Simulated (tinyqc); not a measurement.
Tight binding, honeycomb lattice, step by step. One step of it, computed by the program tinyqc.

Task: Bloch Hamiltonian at K. H_AB = -t1 (1 + exp(-i k.a1) + exp(-i k.a2)); H_AA = delta - 2 t2 sum cos(k.b + phi), H_BB = -delta - 2 t2 sum cos(k.b - phi), b = a1, a2 - a1, -a2.

Parameters chosen for this model:
```
parameter      value                        unit
t1          1.530000                 eV, nearest
t2          0.040000       eV, second neighbours
phi        -0.680000  rad, phase of t2 (Haldane)
delta       1.770000          eV, +/- on A and B
```

k point K (fractions of the reciprocal vectors): [0.333333, 0.666667]

Give: H(k) at K.

Result:

H(k) at K (eV), order A, B:
```
[[1.733, 0.000],
 [0.000, -1.546]]
```
